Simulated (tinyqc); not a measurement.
# Changing the temperature T

Model: q-state Potts model on a small periodic square lattice: enumeration, Metropolis, heat-bath and Wolff steps. Computed by tinyqc, a small Python program. Command: `OMP_NUM_THREADS=1 python tinyqc.py 3111120 3111121 out.jsonl potts sweep`. One thread of a shared host (Intel(R) Xeon(R) Processor @ 2.30GHz), about 0.01 s of CPU time with the checks.

E = -J x (number of nearest-neighbour bonds with equal states); n x n sites with periodic edges have 2 n^2 bonds. Order parameter m = (q f - 1)/(q - 1), f being the largest share of one state. Sites are numbered row by row from 0. Here q = 3 and n = 3.

Inputs (values chosen for the exercise, for a model of domains or grain orientations): number of states q = 3; edge n = 3; coupling J = 22 meV.

Constants: k_B = 8.617333262e-05 eV/K.

Method:
- K = J/(k_B T); the infinite square lattice orders at K_c = ln(1 + sqrt(q)); Wolff bond probability p = 1 - exp(-K).
- All q^(n^2) states are counted by their number b of equal bonds; weights g(b) exp(K b), K = J/(k_B T). Per site: u = -J <b>/n^2, c/k_B = K^2 (<b^2> - <b>^2)/n^2.
- ln Z = ln sum g(b) exp(K b); entropy per site s/k_B = (ln Z - K <b>)/n^2.
- The same sums with m: <m> and the Binder ratio U = 1 - <m^4>/(3 <m^2>^2).

One run for each value:
```
temperature T (K)  heat capacity c (k_B/site)  entropy s (k_B/site)      <m>  energy u (meV/site)
88                                 2.5052e-03                0.1223  0.99997              -43.998
117                                2.6901e-02                0.1254  0.99947              -43.970
156                                1.6255e-01                0.1479  0.99436              -43.696
209                                6.6530e-01                0.2562  0.95724              -41.950
278                                1.2561e+00                0.5469  0.80740              -35.801
371                                7.6008e-01                0.8554  0.58100              -27.337
495                                2.8927e-01                0.9968  0.43828              -22.219
660                                1.1858e-01                1.0512  0.36627              -19.585
880                                5.4896e-02                1.0748  0.32680              -18.058
```

Over the rows, heat capacity c (k_B/site) goes from 0.00251 through a maximum among these rows, 1.26 at 278, to 0.0549; entropy s (k_B/site) rises from 0.122 to 1.07 (exponent d ln y / d ln x 0.088 between the first rows and 0.077 between the last); <m> falls from 1.000 to 0.327 (exponent d ln y / d ln x -0.0018 between the first rows and -0.40 between the last). The entropy runs between ln(q)/n^2 = 0.122 and ln q = 1.099 k_B per site.

Extremes, crossings and ranges named in words are read from the listed rows.
